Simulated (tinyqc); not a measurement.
Input admittance of a MOSFET at zero drain bias: distributed channel and distributed gate: two steps of the calculation.

Source and drain grounded, strong inversion, w = 2 pi f, Cox = eps0 eox/tox. The channel is an RC line of resistance 1/(mu Cox Vo) per square fed from both ends, so one finger has the intrinsic admittance y = i w Cox L tanh(g)/g per width, g = (1/2) sqrt(i w tau), tau = L^2/(mu Vo). The vertical resistance rv/L is in series with y, the overlaps 2 i w Cov in parallel: y_t = 1/(1/y + rv/L) + 2 i w Cov. The gate strip is a line of Rsh/L per length loaded by y_t, so a finger has Y = y_t Wf tanh(k)/k, k = (Wf/sd) sqrt(y_t Rsh/L); the device has Nf Y.

Parameters, values chosen for the exercise; values of the order met in silicon radio-frequency transistors: relative permittivity of the gate insulator (close to aluminium oxide) eox = 8.74; insulator thickness tox = 10 nm; channel length L = 0.29 um; finger width Wf = 8 um; number of fingers Nf = 8; channel mobility mu = 240 cm^2/(V s); gate overdrive Vo = 0.75 V; sheet resistance of the gate Rsh = 37 ohm/square; vertical resistivity of the gate stack rv = 0 ohm um^2; number of ends at which a finger is contacted sd = 2; overlap and fringe capacitance on each side Cov = 0.35 fF/um; frequency f = 14 GHz.

Constants: eps0 = 8.8541878128e-14 F/cm where lengths are in cm. Results are converted to the units shown.

Problem 1. Low-frequency resistances and capacitance. Low-frequency limits, with c = Cox L and ct = c + 2 Cov: R_strip = Rsh Wf/(3 sd^2 L Nf), R_ch = (c/ct)^2 L/(12 mu Cox Vo Wf Nf), R_vert = (c/ct)^2 rv/(L Wf Nf), C = ct Wf Nf.

Find: parts; sum; C; 1/(2 pi R C).

Solution 1.

parts (ohm): strip 10.632, channel 1.5750, vertical 0
sum = 12.207 ohm
C = 188.43 fF
1/(2 pi R C) = 69.192 GHz

The strip term is the largest, 87.1 % of the sum.

Problem 2. Input impedance of the device. k and Y as defined; Z = 1/(Nf Y) = R + 1/(i w C); Q = |Im Z|/R; signal at the point farthest from a contact |1/cosh k|.

y_t = 6.74955+258.70642i uS/um

Give: k; Nf Y; R; C; Q; signal at the far point.

Solution 2.

k = 0.5206+0.5072i
Nf Y = 3.17+15.83i mS
R = 12.18 ohm
C = 187.2 fF
Q = 4.987
signal at the far point = 0.9711

tinyqc, about 0.01 s, one thread, Intel Xeon 2.30GHz (shared host): `OMP_NUM_THREADS=1 python tinyqc.py 2262026 2262027 out.jsonl`
